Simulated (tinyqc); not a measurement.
What each parameter does: nanosheet or nanowire with hard walls, valleys of the Ge type.

Four ellipsoidal valleys along <111>: inverse mass tensor w = 1/mt + (1/ml - 1/mt) a a^T with a the unit axis. Device axes: x along the channel, z = [001], y = z x x. The Gamma and Delta valleys are left out; the heavy Delta valleys, about 0.18 eV up, lie lowest once the L levels pass about 0.2 eV.

Hard walls around a W x H rectangle. The block w_c of w in (y, z) confines; the transport mass follows from 1/m_x = w_xx - w_xc w_c^-1 w_cx. The cross-section problem c (w_yy ky^2 + 2 w_yz ky kz + w_zz kz^2), c = hbar^2/2m0, is solved in products sin(n pi y/W) sin(l pi z/H), n, l = 1 to 12; if w_yz = 0 the levels are c pi^2 (w_yy n^2/W^2 + w_zz l^2/H^2). The w_yz term couples (n, l) to (n', l') by -2 c w_yz D_nn'(W) D_ll'(H) with D_nm(L) = 4 n m/(L (n^2 - m^2)) for n + m odd and 0 otherwise.

Without degeneracy the line density is N1 exp((EF - Ec)/kB T) with N1 = sum 2 g sqrt(m_x kB T/(4 pi c)) exp(-E/kB T), here over n, l up to 80 where w_yz = 0 and over all levels of a 12 x 12 sine basis otherwise; the classical value is W H Nc with Nc = 2 g_all (m_dos kB T/(4 pi c))^(3/2), m_dos = (ml mt^2)^(1/3); dVt = kB T ln(W H Nc/N1).

Constants: hbar^2/2m0 = 3.80998211 eV angstrom^2; kB = 8.617333262e-05 eV/K.

Parameters, chosen for this exercise (near those of Ge; not measured data):

| symbol | value | unit | meaning |
|---|---|---|---|
| ml | 1.602 | m0 | longitudinal mass |
| mt | 0.082 | m0 | transverse mass |
| T | 350 | K | temperature |
| g_all | 4 |  | number of valleys |
| channel | 110 |  | transport direction x on a (001) wafer |
| W | 115 | angstrom | width, along y |
| H | 34 | angstrom | height, along z = [001] |

E1 and E2 are the two lowest subband edges over all groups.

One parameter was then changed.

Results before and after:

| case | E1 (eV) | E2 - E1 (meV) | m_x of lowest (m0) | dVt (mV) |
|---|---|---|---|---|
| base | 0.2744 | 9.6 | 0.082 | 251.7 |
| changed | 0.1811 | 10.0 | 0.082 | 165.0 |

Which of these changes was made? (a) W = 105 angstrom; (b) T = 320 K; (c) mt = 0.09 m0; (d) ml = 1.762 m0; (e) H = 42 angstrom.

Answer: (e) H = 42 angstrom. Of the candidates, run in turn, only this one gives the changed row.

All candidates:

| case | E1 (eV) | E2 - E1 (meV) | m_x of lowest (m0) | dVt (mV) |
|---|---|---|---|---|
| base | 0.2744 | 9.6 | 0.082 | 251.7 |
| W = 105 angstrom | 0.2751 | 11.7 | 0.082 | 253.9 |
| H = 42 angstrom | 0.1811 | 10.0 | 0.082 | 165.0 |
| T = 320 K | 0.2744 | 9.6 | 0.082 | 253.0 |
| ml = 1.762 m0 | 0.2736 | 8.8 | 0.082 | 251.0 |
| mt = 0.09 m0 | 0.2509 | 9.5 | 0.090 | 228.7 |

(tinyqc, `OMP_NUM_THREADS=1 python tinyqc.py 1281670 1281671 out.jsonl`, Intel(R) Xeon(R) Processor @ 2.30GHz, 1 thread, shared host, about 0.2 s.)
